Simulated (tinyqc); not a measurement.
Worked calculation: plane-wave Kohn-Sham cycle with exchange-only LDA in a layered model solid. Computed by tinyqc, a small Python program that keeps every step. Settings: points = 16, plane-wave index or count = 2, electrons = 2, k points = 2, area = 33.0, mixing = 0.1, iteration cap = 68. Command: `OMP_NUM_THREADS=1 python tinyqc.py 31354 31355 out.jsonl` (the two numbers bound the seeds that draw the settings). One thread of a shared host (Intel(R) Xeon(R) Processor @ 2.60GHz), about 0.02 s of CPU time with the checks. Later iterations appear only in the table of the cycle.

## Iteration 1: potential

A solid whose potential varies along x alone (atomic units):
```
parameter,value
period a,5.400000
cross-section of the cell,33.000000
electrons per cell,2
grid points,16
"plane waves -n..n, n",2
k points,2
V1 in V1 cos(2 pi x/a),-0.360000
V2 in V2 cos(4 pi x/a),-0.120000
```

density at the start, on the grid x_j = j a/N (e/bohr^3): 0.0112233  0.0112233  0.0112233  0.0112233  0.0112233  0.0112233  0.0112233  0.0112233  0.0112233  0.0112233  0.0112233  0.0112233  0.0112233  0.0112233  0.0112233  0.0112233

V_H(G) = 4 pi rho(G)/G^2 for G != 0 (uniform background); v_x = -(3 rho/pi)^(1/3); V = V_ext + V_H + v_x; Fourier components f(G_m) = (1/N) sum_j f(x_j) exp(-i G_m x_j).

Potentials on the grid (hartree):
```
x,V_ext,V_H,v_x,V
0.00000,-0.48000,0.00000,-0.22048,-0.70048
0.33750,-0.41745,0.00000,-0.22048,-0.63793
0.67500,-0.25456,0.00000,-0.22048,-0.47504
1.01250,-0.05291,0.00000,-0.22048,-0.27339
1.35000,0.12000,0.00000,-0.22048,-0.10048
1.68750,0.22262,0.00000,-0.22048,0.00214
2.02500,0.25456,0.00000,-0.22048,0.03408
2.36250,0.24774,0.00000,-0.22048,0.02727
2.70000,0.24000,0.00000,-0.22048,0.01952
3.03750,0.24774,0.00000,-0.22048,0.02727
3.37500,0.25456,0.00000,-0.22048,0.03408
3.71250,0.22262,0.00000,-0.22048,0.00214
4.05000,0.12000,0.00000,-0.22048,-0.10048
4.38750,-0.05291,0.00000,-0.22048,-0.27339
4.72500,-0.25456,0.00000,-0.22048,-0.47504
5.06250,-0.41745,0.00000,-0.22048,-0.63793
```

V(G_m), m = 0, 1, 2, ... (hartree): -0.22048  -0.18000  -0.06000  0.00000  0.00000

## Iteration 1: Hamiltonian at one k

k = 0.25000 2 pi / a

H(m,m') = (k + G_m)^2/2 delta + V(G_m - G_m'), with V(-G) = V(G).

H (hartree), lower triangle:
```
,-2,-1,+0,+1,+2
-2,1.85261
-1,-0.18000,0.16029
+0,-0.06000,-0.18000,-0.17817
+1,0.00000,-0.06000,-0.18000,0.83722
+2,0.00000,0.00000,-0.06000,-0.18000,3.20647
```

## Iteration 1: levels at that k

Diagonalise the Hermitian matrix.

eigenvalues (hartree): -0.29708  0.22516  0.85716  1.87246  3.22071

## Iteration 1: new density

Motion across x is left out: the lowest 1 band(s) hold two electrons at each of the k points (j + 1/2)/nk - 1/2. Residual R = rho(out) - rho(in); rho(new) = rho(in) + 0.1 R. rho(out) = 2/(a A nk) sum |psi|^2 with psi = sum c exp(i G x). Harris energy E = band energy - dV sum rho (V_H/2 + v_x) + (3/4) dV sum rho v_x with rho(in), dV = a A/N, band energy = (2/nk) sum of the filled levels.

rho(out) (e/bohr^3): 0.0269080  0.0247629  0.0194055  0.0131938  0.0080881  0.0047744  0.0029781  0.0021623  0.0019354  0.0021623  0.0029781  0.0047744  0.0080881  0.0131938  0.0194055  0.0247629

density after iteration 1 (e/bohr^3): 0.0127918  0.0125773  0.0120416  0.0114204  0.0109098  0.0105784  0.0103988  0.0103172  0.0102945  0.0103172  0.0103988  0.0105784  0.0109098  0.0114204  0.0120416  0.0125773

energy per cell = -0.4839117 hartree

## Iteration 2: potential

As before.

Potentials on the grid (hartree):
```
x,V_ext,V_H,v_x,V
0.00000,-0.48000,0.01197,-0.23030,-0.69834
0.33750,-0.41745,0.01087,-0.22901,-0.63559
0.67500,-0.25456,0.00788,-0.22571,-0.47239
1.01250,-0.05291,0.00372,-0.22176,-0.27095
1.35000,0.12000,-0.00073,-0.21841,-0.09914
1.68750,0.22262,-0.00476,-0.21617,0.00169
2.02500,0.25456,-0.00788,-0.21494,0.03174
2.36250,0.24774,-0.00983,-0.21438,0.02353
2.70000,0.24000,-0.01049,-0.21422,0.01529
3.03750,0.24774,-0.00983,-0.21438,0.02353
3.37500,0.25456,-0.00788,-0.21494,0.03174
3.71250,0.22262,-0.00476,-0.21617,0.00169
4.05000,0.12000,-0.00073,-0.21841,-0.09914
4.38750,-0.05291,0.00372,-0.22176,-0.27095
4.72500,-0.25456,0.00788,-0.22571,-0.47239
5.06250,-0.41745,0.01087,-0.22901,-0.63559
```

V(G_m), m = 0, 1, 2, ... (hartree): -0.22033  -0.17832  -0.06060  -0.00009  0.00000

## Iteration 2: Hamiltonian at one k

k = 0.25000 2 pi / a

As before.

H (hartree), lower triangle:
```
,-2,-1,+0,+1,+2
-2,1.85276
-1,-0.17832,0.16044
+0,-0.06060,-0.17832,-0.17802
+1,-0.00009,-0.06060,-0.17832,0.83737
+2,0.00000,-0.00009,-0.06060,-0.17832,3.20662
```

## Iteration 2: levels at that k

As before.

eigenvalues (hartree): -0.29530  0.22446  0.85708  1.87230  3.22063

## Iteration 2: new density

As before.

rho(out) (e/bohr^3): 0.0268495  0.0247128  0.0193763  0.0131885  0.0081015  0.0047986  0.0030072  0.0021934  0.0019670  0.0021934  0.0030072  0.0047986  0.0081015  0.0131885  0.0193763  0.0247128

density after iteration 2 (e/bohr^3): 0.0141976  0.0137909  0.0127750  0.0115972  0.0106290  0.0100005  0.0096597  0.0095049  0.0094618  0.0095049  0.0096597  0.0100005  0.0106290  0.0115972  0.0127750  0.0137909

energy per cell = -0.4808209 hartree

## Convergence

Stop when sqrt(dV sum R^2) is below 1e-8, dV = a A/N.

Course of the cycle:
```
iteration,E (hartree),norm of the residual
1,-0.4839117,1.18e-01
2,-0.4808209,1.05e-01
3,-0.4782200,9.45e-02
4,-0.4760881,8.47e-02
5,-0.4743706,7.58e-02
6,-0.4730040,6.79e-02
7,-0.4719267,6.08e-02
8,-0.4710837,5.45e-02
9,-0.4704281,4.88e-02
10,-0.4699210,4.37e-02
11,-0.4695304,3.91e-02
...,...,...
58,-0.4682942,2.50e-04
59,-0.4682942,2.24e-04
60,-0.4682942,2.02e-04
61,-0.4682942,1.81e-04
62,-0.4682942,1.63e-04
63,-0.4682942,1.47e-04
64,-0.4682942,1.32e-04
65,-0.4682942,1.18e-04
66,-0.4682942,1.07e-04
67,-0.4682942,9.58e-05
68,-0.4682942,8.61e-05
```

Not converged within 68 iterations: the residual falls steadily but slowly, by a factor of about 0.90 a step. Reruns (cap 100 unless said): mixing 0.5, Kerker q0 1.0: converged in 49 (E = -0.46829); mixing 0.3, Pulay depth 5: converged in 9 (E = -0.46829); the original settings with a cap of 400: converged in 154 (E = -0.46829).
